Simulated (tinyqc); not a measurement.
Inside a calculation: complex band structure along [001] in sp3s* tight binding. Values are carried at full precision from step to step, so a last printed digit may differ when a step is redone from the rounded ones.

For k = (0, 0, kz) the phase sums are g0 = cos(phi) and g3 = i sin(phi), phi = kz a/4, and the s, pz, s* orbitals of anion (a) and cation (c) decouple from px, py. With z = exp(i phi), H(z) = H0 + z T + T^T/z for any complex z. H0 is diagonal (Esa, Epa, Exa, Esc, Epc, Exc). The anion-cation block is B(z) = z U + W/z and the cation-anion block z W^T + U^T/z, where U has Vss/2 (s,s), Vsapc/2 (s,z), -Vscpa/2 (z,s), Vxx/2 (z,z), Vxapc/2 (s*,z), -Vpaxc/2 (z,s*), and W has the same values with the s-z and s*-z signs reversed. |z| = 1 is a band state, |z| < 1 decays along [001] as exp(-kappa d) over a distance d, kappa = -(4/a) ln|z|. No spin-orbit coupling.

Constants: hbar^2/2m0 = 3.80998211 eV angstrom^2.

Parameters, chosen for this exercise (out of a larger set: near a published set for GaAs, fitted to gaps, whose masses and valley positions are rough (light masses up to twice too heavy); not measured data):
```
symbol  value                                                                                         unit      meaning
p       (-8.397, 1.037, -2.66, 3.667, 8.527, 6.744, -6.461, 1.97, 5.045, 4.493, 5.769, 4.869, 4.833)  eV        order Esa, Epa, Esc, Epc, Exa, Exc, Vss, Vxx, Vxy, Vsapc, Vscpa, Vxapc, Vpaxc
dE      1.18                                                                                          eV        E - Ev
a       5.653                                                                                         angstrom  lattice constant
```

## The layer matrices

Parameters in the order Esa, Epa, Esc, Epc, Exa, Exc, Vss, Vxx, Vxy, Vsapc, Vscpa, Vxapc, Vpaxc. Form H0 and T.

diagonal of H0 (eV): sa -8.3970, za 1.0370, s*a 8.5270, sc -2.6600, zc 3.6670, s*c 6.7440

T (eV):
```
          sa      za      s*a       sc      zc      s*c
sa    0.0000  0.0000   0.0000  -3.2305  2.2465   0.0000
za    0.0000  0.0000   0.0000  -2.8845  0.9850  -2.4165
s*a   0.0000  0.0000   0.0000   0.0000  2.4345   0.0000
sc   -3.2305  2.8845   0.0000   0.0000  0.0000   0.0000
zc   -2.2465  0.9850  -2.4345   0.0000  0.0000   0.0000
s*c   0.0000  2.4165   0.0000   0.0000  0.0000   0.0000
```

## Edges at Gamma

At z = 1 the levels follow from the blocks [[Esa, Vss], [Vss, Esc]] and [[Epa, Vxx], [Vxx, Epc]]: Ev is the lower p root, and the direct gap ends at the lower of the upper roots.

Ev = -0.0166 eV
EG (direct gap) = 1.5572 eV

## Complex wave vectors at one energy in the gap

Solve det(H0 - E + z T + T^T/z) = 0 with E = Ev + dE, as the linear problem [[0, 1], [-T^T, E - H0]] x = z [[1, 0], [0, T]] x. Roots come as z, -z, 1/z and conjugates; list those with 0 < |z| < 1 and Re z, Im z >= 0, by falling |z|. Re kz = arg(z)/(pi/2) in units of 2 pi/a, kappa = -(4/a) ln|z|.

Decaying roots:
```
Re z      Im z     |z|  Re kz (2 pi/a)  kappa (1/angstrom)
0.8802  0.0000  0.8802          0.0000              0.0903
0.1037  0.4839  0.4949          0.8656              0.4978
```

The slowest root has kappa = 0.0903 1/angstrom at Re kz = 0.000: a purely imaginary k at Gamma. The probability falls by exp(-2 kappa d), a factor 6.08 over 1 nm.

## The px, py block

For px and py the determinant gives (E - Epa)(E - Epc) = Vxx^2 cos^2(phi) + Vxy^2 sin^2(phi). With phi = i kappa a/4 this is sinh^2(kappa a/4) = ((E - Epa)(E - Epc) - Vxx^2)/(Vxx^2 - Vxy^2), E = Ev + dE. Parameters in the order Esa, Epa, Esc, Epc, Exa, Exc, Vss, Vxx, Vxy, Vsapc, Vscpa, Vxapc, Vpaxc.

sinh^2(kappa a/4) = 0.19459
kappa of the heavy-hole branch = 0.3028 1/angstrom

This branch decays faster than the slowest root of the s-pz block (0.0903), by a factor 3.35 in kappa.

## Band-edge masses of the same block

From the real bands: m/m0 = c h^2/|E(h) - E(0)| with kz = h = 0.001 1/angstrom for level 2 (light hole) and level 3 (electron) of the 6 x 6 matrix; c = hbar^2/2m0.

masses of this model, from the curvature at Gamma (m0): m_lh 0.0897, m_e 0.1199

These are masses of the nearest-neighbour model without spin-orbit coupling, which is fitted to gaps and often gives the electron too heavy.

## Checks

- Largest distance of a level of the 6 x 6 block at kz = 0.37 (2 pi/a) from a level of the full matrix, against zero (eV): both 0.000000.
- Kappa 0.1 meV above Ev against sqrt(m_lh E/c): both 0.001534.

(tinyqc, `OMP_NUM_THREADS=1 python tinyqc.py 1452838 1452839 out.jsonl`, Intel(R) Xeon(R) Processor @ 2.30GHz, 1 thread, shared host, about 0.01 s.)
